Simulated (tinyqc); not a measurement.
Free and trapped electrons in a MOS channel with a dense trap tail: one step of the calculation.

p-type body, charge-sheet picture, full ionisation (an idealisation for deep acceptors), Boltzmann statistics for free electrons. e = Ec - EF at the surface. Acceptor-like traps of density D(E) = D0 + De exp(-E/Ew) at depth E below Ec, from 0 to Eu, hold n_t = integral of D(E)/(1 + exp((e - E)/Vt)). psi = Eg - Vt ln(Nv/Na) - e; N_dep = sqrt(2 eps0 eps_r Na (psi - Vt)/q); n_f = sqrt(N_dep^2 + 2 eps0 eps_r Vt Nc exp(-e/Vt)/q) - N_dep; Vg = Vfb + psi + q (N_dep + n_t + n_f)/Cox, Cox = eps0 eox/tox.

Problem. Trapped charge. Trapezoid rule on 13 equal steps from 0 to Eu, f = 1/(1 + exp((e - E)/Vt)).

Values chosen for this exercise; band and dielectric values close to those of 4H silicon carbide:

| symbol | value | unit | meaning |
|---|---|---|---|
| T | 300 | K | temperature |
| D0 | 1e11 | cm^-2 eV^-1 | constant background density of acceptor-like traps |
| De | 3.8e12 | cm^-2 eV^-1 | density of the tail at the conduction edge |
| Ew | 0.12 | eV | decay energy of the tail |
| Eu | 0.81 | eV | depth below Ec down to which the traps reach |
| e | 0.074 | eV | Ec - EF at the surface |

Constants: q = 1.602176634e-19 C, kB = 1.380649e-23 J/K, Vt = kB T/q. Results are converted to the units shown.

Wanted: E; D(E) f; n_t.

Solution.

| point | E (eV) | D(E) f (cm^-2 eV^-1) |
|---|---|---|
| 0 | 0 | 2.108e11 |
| 1 | 0.06231 | 9.180e11 |
| 2 | 0.1246 | 1.266e12 |
| 3 | 0.1869 | 8.891e11 |
| 4 | 0.2492 | 5.755e11 |
| 5 | 0.3115 | 3.833e11 |
| 6 | 0.3738 | 2.686e11 |
| 7 | 0.4362 | 2.003e11 |
| 8 | 0.4985 | 1.597e11 |
| 9 | 0.5608 | 1.355e11 |
| 10 | 0.6231 | 1.211e11 |
| 11 | 0.6854 | 1.126e11 |
| 12 | 0.7477 | 1.075e11 |
| 13 | 0.8100 | 1.044e11 |

n_t = 3.299e11 cm^-2

Numbers from tinyqc (`OMP_NUM_THREADS=1 python tinyqc.py 2222208 2222209 out.jsonl`; about 0.02 s on one thread of a shared Intel Xeon 2.30GHz).
